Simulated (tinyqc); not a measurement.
Size effects in the resistivity of thin metal films and interconnect lines: one step, computed by the program tinyqc.

Electrons lose their drift at surfaces (a share 1 - p of the hits) and at grain boundaries (reflection R), besides bulk scattering. The line sits in a trench with a non-conducting liner on both walls and the bottom; the spacing equals the drawn width.

Task: Resistance and delay. Total: rho = rho_b [1 + surface excess + grain excess]; resistance per length rho/(w_m h_m); capacitance per length C = 2 k eps_0 (aspect ratio + 1/2), a parallel-plate estimate for two neighbours plus a fixed term for the planes above and below; delay 0.38 R C L^2; effective resistivity per drawn area.

Inputs (values chosen for the exercise, modelled on ruthenium):
```
quantity                          value         unit
bulk resistivity rho_b             7.92  microohm cm
aspect ratio (height over width)      3            -
line length                          20   micrometre
permittivity of the dielectric k    3.7            -
```

Geometry: line.

rho/rho_b from surfaces = 1.457252

rho/rho_b from grains = 1.216681

metal width w_m = 8.2 nm

metal height h_m = 31.6 nm

share of the trench filled by metal = 71.38292 %

Constants: eps_0 = 8.8541878128e-12 F/m.

Give: resistivity rho; resistance per length; capacitance per length; RC delay; effective resistivity per drawn area.

Result:

resistivity rho = 13.26 microohm cm

resistance per length = 511.6 ohm/micrometre

capacitance per length = 0.2293 fF/micrometre

RC delay = 17.83 ps

effective resistivity per drawn area = 18.57 microohm cm

Of the factor 2.35 over bulk, scattering gives 1.67 and the liner 1.40; within scattering, surfaces outweigh grain boundaries (0.22 against 0.46, grains first).
